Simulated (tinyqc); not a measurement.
Stillinger-Weber potential for a tetrahedral semiconductor: one step, computed by the program tinyqc.

With x = r/sigma: pair term eps A (B x^-4 - 1) exp(1/(x - a)); for each pair of neighbours j, k of atom i, three-body term eps lambda exp(gamma/(x_ij - a) + gamma/(x_ik - a)) (cos theta_jik + 1/3)^2; both vanish beyond x = a. A = 7.049556277, B = 0.6022245584, a = 1.8.

Task: A trimer. Atom 1 binds atoms 2 and 3 at the angle theta; the third side follows from the cosine rule. Sum the three pair terms and the three-body terms centred on each atom.

Inputs (values chosen for the exercise, modelled on silicon): energy scale eps = 2.198 eV; length scale sigma = 2.089 angstrom; three-body strength lambda = 20.5; gamma = 1.3; bond 1 of the trimer = 2.62 angstrom; bond 2 of the trimer = 2.36 angstrom; angle of the trimer theta = 114 degrees.

Give: distance 2-3; pair terms; three-body term at atom 1; three-body terms at atoms 2 and 3; energy of the trimer.

Result:

distance 2-3 = 4.179 angstrom

pair terms (eV): 1-2 -1.877, 1-3 -2.197, 2-3 0.000

three-body term at atom 1 = 0.003225 eV

three-body terms at atoms 2 and 3 = 0 eV

energy of the trimer = -4.070 eV

The cut-off is 3.760 angstrom, so atoms 2 and 3 do not interact directly.
